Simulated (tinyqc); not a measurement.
Thermodynamics of metal silicides: hull, first phase, silicon consumed, nucleation and stability against SiO2: one step, computed by the program tinyqc. Command: `OMP_NUM_THREADS=1 python tinyqc.py 3028782 3028783 out.jsonl silphase walk`. One thread of a shared host (Intel(R) Xeon(R) Processor @ 2.30GHz), about 0.01 s of CPU time with the checks.

Entropies of formation of the solids are neglected, so heats stand for free energies. Si fractions: M2Si 0.3333, MSi 0.5000, MSi2 0.6667.

Task: Nucleation of MSi2 from MSi and Si. Where free silicon remains, MSi + Si -> MSi2 gains dH = 3 H(MSi2) - 2 H(MSi) per mole of M; per volume dG = |dH|/V(MSi2); r* = 2 gamma/dG, W* = 16 pi gamma^3/(3 dG^2). For comparison the same with MSi forming from the elements, 2 |H(MSi)|/V(MSi).

Inputs (values chosen for the exercise, of the order of those of cobalt silicides for heats and volumes only):

| quantity | value | unit |
|---|---|---|
| heat of formation of MSi | -46.2 | kJ/mol atoms |
| heat of formation of MSi2 | -33.7 | kJ/mol atoms |
| change of interface energy gamma | 0.37 | J/m^2 |
| temperature T | 1100 | K |

Phases: M2Si, MSi, MSi2.

volumes of the three phases per mole of M (cm^3/mol): 9.98  13.4  23.5

Constants: e = 1.602176634e-19 C; k_B = 8.617333262e-05 eV/K.

Give: dH of the reaction; driving force; critical radius; barrier W*; W*/(k_B T); barrier for MSi from the elements.

Result:

dH of the reaction = -8.7 kJ/mol M

driving force = 0.3702 kJ/cm^3

critical radius = 1.999 nm

barrier W* = 38.65 eV

W*/(k_B T) = 407.7

barrier for MSi from the elements = 0.1114 eV

The barrier is 350 times that of MSi from the elements, since little energy is left to gain: homogeneous nucleation is out of reach, and only sites that cut the interface energy (grain boundaries, triple junctions) can start it.
